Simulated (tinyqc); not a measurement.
Leakage through a gate insulator: direct, Fowler-Nordheim, trap-assisted and Poole-Frenkel currents: one step, computed by the program tinyqc.

Electrons enter from the cathode Fermi level at x = 0; the conduction band of the insulator lies phi_b - e F x above it, F = V/t. WKB exponents use a parabolic band with mass m.

Question. Poole-Frenkel bound. Poole-Frenkel emission over the lowered barrier of a charged trap: lowering sqrt(e F/(pi eps_opt eps_0)); J_PF = e N_t^(2/3) nu_0 exp(-(phi_t - lowering)/k_B T), one sheet of traps emitting with supply unlimited (an upper bound).

Inputs (values chosen for the exercise, with an insulator like SiO2):
```
quantity                          value   unit
thickness t                         2.2     nm
optical constant eps_opt           2.13      -
voltage across the insulator V     0.97      V
trap depth phi_t                    1.8     eV
trap density N_t                3.7e+18  cm^-3
attempt rate nu_0                 3e+13    1/s
temperature T                       350      K
```

Constants: e = 1.602176634e-19 C; eps_0 = 8.8541878128e-12 F/m; k_B = 8.617333262e-05 eV/K.

Give: barrier lowering; Poole-Frenkel bound J_PF.

Answer.

barrier lowering = 1.092 eV

Poole-Frenkel bound J_PF = 7.324e-04 A/cm^2

Caution: the film is too thin for the Poole-Frenkel picture (the lowering is a large part of the whole drop, or the traps are further apart than the film is thick), so J_PF is only nominal.
